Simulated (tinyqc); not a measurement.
Implant damage, amorphisation by cascade overlap, and solid-phase epitaxial regrowth: one step, computed by the program tinyqc. Command: `OMP_NUM_THREADS=1 python tinyqc.py 3112159 3112160 out.jsonl sper walk`. One thread of a shared host (Intel(R) Xeon(R) Processor @ 2.30GHz), about 0.01 s of CPU time with the checks.

Range and width of the damage are inputs. Dynamic annealing enters only through the surviving share f.

Task: Isothermal regrowth. v = v0 x orientation factor x exp(-E_a/(k_B T)) x [1 + (enhancement - 1) exp(-(z - R_d)^2/(2 s_d^2))], T = anneal temperature + 273.15 K; the dopant is taken to follow the damage profile; the lower front moves from the lower edge z2 to the surface, or to the middle (z1 + z2)/2 of a buried layer with upper edge z1; time = int dz/v; the equivalent undoped distance is that time times the undoped velocity.

Inputs (values chosen for the exercise, modelled on fluorine ions in silicon):
```
quantity                           value  unit
depth of the damage peak R_d          11    nm
width of the damage profile s_d      5.2    nm
regrowth prefactor v0            4.7e+15  nm/s
regrowth energy E_a                 2.69    eV
anneal temperature                   710     C
rate relative to (100)                 1     -
peak enhancement by the dopant        11     -
```

lower edge = 17.42898 nm

upper edge = 4.571023 nm

Constants: k_B = 8.617333262e-05 eV/K.

Give: undoped velocity; distance to regrow; time without enhancement; equivalent undoped distance; time with enhancement.

Result:

undoped velocity = 76.339 nm/s

distance to regrow = 6.4290 nm

time without enhancement = 0.084217 s

equivalent undoped distance = 0.74797 nm

time with enhancement = 0.0097981 s

The rate doubles for each 21 K or so near this temperature.
